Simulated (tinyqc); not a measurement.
# Ideality, saturation current and resistance from three points

Question. Well above the saturation current a diode obeys V = n Vt ln(I/I0) + I Rs. Find n, Rs and I0.

Parameters, values chosen for the exercise:
```
symbol  value  unit      meaning
T         293     K  temperature
```

Constants: q = 1.602176634e-19 C, kB = 1.380649e-23 J/K, Vt = kB T/q. Results are converted to the units shown.

currents (A): [1e-5, 0.0005, 0.01]
voltages (V): [0.27735565, 0.38509753, 0.46906360]

Answer. V is linear in the three unknowns n Vt, Rs and -n Vt ln I0, so three points give a linear system.

n = 1.090
Rs = 0.1600 ohm
I0 = 4.200e-10 A

tinyqc, about 0.01 s, one thread, Intel Xeon 2.30GHz (shared host): `OMP_NUM_THREADS=1 python tinyqc.py 2260067 2260068 out.jsonl`
